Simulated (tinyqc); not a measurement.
Threshold-voltage variability of a planar MOSFET, analytic estimates: two steps of the calculation.

Three independent sources add in quadrature: random dopants in the depleted layer, metal-gate grains of two orientations, and roughness of the two gate edges acting through the roll-off VT = VT(long) - Vr exp(-L/l). These are first-order estimates: no three-dimensional electrostatics, no percolation.

Inputs (values chosen for the exercise); material values those of a made-up semiconductor:

| symbol | value | unit | meaning |
|---|---|---|---|
| T | 300 | K | temperature |
| Eg | 1.27 | eV | band gap |
| eps_r | 12.6 |  | relative permittivity of the semiconductor |
| Nc | 2.73e19 | cm^-3 | conduction-band density of states at T |
| Nv | 3.01e19 | cm^-3 | valence-band density of states at T |
| Na | 3.2e17 | cm^-3 | channel doping |
| ti | 1.4 | nm | oxide-equivalent thickness in inversion |
| L | 16 | nm | gate length |
| W | 78 | nm | gate width |
| G | 10 | nm | metal grain size |
| dW | 0.1 | eV | work-function difference of the two grain orientations |
| p | 0.5 |  | share of the orientation of higher work function |
| De | 0.8 | nm | rms roughness of one gate edge |
| La | 10 | nm | correlation length of the roughness |
| l | 4.3 | nm | decay length of the threshold roll-off |
| Vr | 1.6 | V | prefactor of the roll-off |

Constants: q = 1.602176634e-19 C, kB = 1.380649e-23 J/K, Vt = kB T/q, eps0 = 8.8541878128e-14 F/cm where lengths are in cm. Results are converted to the units shown.

Question 1. Random dopants. ni = sqrt(Nc Nv) exp(-Eg/(2 Vt)), Eg in volts; Cox = 3.9 eps0/ti; Wd = sqrt(4 eps0 eps_r Vt ln(Na/ni)/(q Na)); dopants: s1 = (q/Cox) sqrt(Na Wd/(3 L W)). The slope A1 = s1 sqrt(L W); mean number of dopants Na L W Wd.

Find: Cox; Wd; mean number of dopants; A1; s1.

Answer 1.

Cox = 2.467 uF/cm^2
Wd = 67.20 nm
mean number of dopants = 26.84
A1 = 0.5499 mV um
s1 = 15.57 mV

Counting alone, 1/sqrt(N) of the depletion voltage q Na Wd/Cox = 140 mV, would give sqrt(3) times more: dopants deep in the layer act less on the surface.

Question 2. Metal grains and edge roughness. Grains: Ng = L W/G^2 (at least 1), s2 = dW sqrt(p (1 - p)/Ng). Edges, with exponential correlation and u = W/La: the mean gate length has sL^2 = 2 De^2 (2/u)[1 - (1 - exp(-u))/u]; s3 = sL (Vr/l) exp(-L/l).

Give: Ng; s2; sL; dVT/dL; s3.

Answer 2.

Ng = 12.48
s2 = 14.15 mV
sL = 0.5349 nm
dVT/dL = 9.009 mV/nm
s3 = 4.819 mV

Numbers from tinyqc (`OMP_NUM_THREADS=1 python tinyqc.py 2090101 2090102 out.jsonl`; about 0.02 s on one thread of a shared Intel Xeon 2.30GHz).
